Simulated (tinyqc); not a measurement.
Electron mobility of a polar semiconductor by Rode's iterative solution of the Boltzmann equation: one step, computed by the program tinyqc. Command: `OMP_NUM_THREADS=1 python tinyqc.py 3001445 3001446 out.jsonl rode walk`. One thread of a shared host (Intel(R) Xeon(R) Processor @ 2.30GHz), about 0.01 s of CPU time with the checks.

The distribution is f(E) + e F l(E) (-df/dE) cos(theta) for a weak field F, theta counted from the force; l(E) is a mean free path. Elastic processes enter by their momentum rate, polar optical phonons by out- and in-scattering terms. One valley only: where upper valleys lie close, measured mobilities are lower. The density n is prescribed, even where a narrow-gap material would have more intrinsic carriers.

Question. Rates on one ladder of the grid. Kane band: hbar^2 k^2/(2 m) = E (1 + alpha E), speed v = hbar k/(m (1 + 2 alpha E)), states per spin, volume and energy g(E) = m k (1 + 2 alpha E)/(2 pi^2 hbar^2); overlap factors are set to 1. Masses are multiplied by m_0 and all formulas are in SI units. Phonon occupation N_q = 1/(exp(hbar w/(k_B T)) - 1). Acoustic deformation potential (elastic, equipartition, absorption and emission together): 1/tau = 2 pi k_B T D_A^2 g(E)/(hbar rho v_l^2). Singly charged impurities, momentum relaxation: 1/tau = N_I e^4 m (1 + 2 alpha E) Phi/(8 pi (eps_s eps_0)^2 hbar^3 k^3), with alpha = 0 for a parabolic band. Brooks-Herring: Phi = ln(1 + b) - b/(1 + b), b = 4 k^2 L_s^2. Polar optical, unscreened: W = e^2 w (1/eps_inf - 1/eps_s) m (1 + 2 alpha E') ln|(k + k')/(k - k')| / (4 pi eps_0 hbar^2 k), times N_q for absorption (E' = E + hbar w) and N_q + 1 for emission (E' = E - hbar w > 0), with alpha = 0 for a parabolic band; mean cosine of the angle <cos> = (k^2 + k'^2)/(2 k k') - 1/ln|(k + k')/(k - k')|. Energy grid E_j = (j + 1/2) hbar w/s, j = 0, 1, ..., up to (max(eta, 0) + 18) k_B T, so that E_j +/- hbar w are grid points; l = 0 beyond the grid; integrals are sums times the spacing. With f' = f(E'): out-scattering S_o = sum over absorption and emission of W (1 - f')/(1 - f); nu = sum of elastic rates; the in-scattering weights are c+ = W_abs <cos> (1 - f')/(1 - f) for E' = E + hbar w and c- likewise for emission.

Inputs (values chosen for the exercise, modelled on GaSb):

| quantity | value | unit |
|---|---|---|
| effective mass m | 0.0408 | m_0 |
| non-parabolicity alpha | 1.2 | 1/eV |
| static permittivity eps_s | 15.7 | - |
| high-frequency permittivity eps_inf | 14.4 | - |
| density rho | 5610 | kg/m^3 |
| sound velocity v_l | 4140 | m/s |
| acoustic deformation potential D_A | 8 | eV |
| optical phonon energy hbar w | 30 | meV |
| temperature T | 400 | K |
| grid points per phonon energy s | 8 | - |

Band: Kane. Elastic processes: acoustic, impurity.

reduced Fermi level eta = 1.627239

ionised impurity density N_I = 9.00e+17 1/cm^3

screening length L_s = 7.476585 nm

Constants: k_B = 8.617333262e-05 eV/K; k_B = 1.380649e-23 J/K; e = 1.602176634e-19 C; hbar = 1.054571817e-34 J s; m_0 = 9.1093837015e-31 kg; eps_0 = 8.8541878128e-12 F/m; hbar = 6.582119569e-16 eV s.

Give: Points j = s/2, s/2 + s, ... (the first seven rungs, or as many as the grid holds), rates in 1e12/s.

Answer.

Points j = s/2, s/2 + s, ... (the first seven rungs, or as many as the grid holds), rates in 1e12/s:

| E (meV) | v (m/s) | nu | S_o | c+ | c- |
|---|---|---|---|---|---|
| 16.875 | 3.703e+05 | 13.47 | 2.886 | 1.167 | 0.000 |
| 46.875 | 5.873e+05 | 6.00 | 3.459 | 1.230 | 0.482 |
| 76.875 | 7.183e+05 | 3.90 | 3.604 | 1.110 | 0.953 |
| 106.875 | 8.115e+05 | 2.98 | 3.799 | 1.021 | 1.316 |
| 136.875 | 8.823e+05 | 2.49 | 4.002 | 0.979 | 1.595 |
| 166.875 | 9.383e+05 | 2.21 | 4.142 | 0.965 | 1.781 |
| 196.875 | 9.838e+05 | 2.04 | 4.222 | 0.964 | 1.899 |

Points one phonon energy apart are coupled only to each other, so the grid falls into s independent ladders. Caution: the gas is degenerate, and screening of the polar coupling, left out here, would raise the mobility.
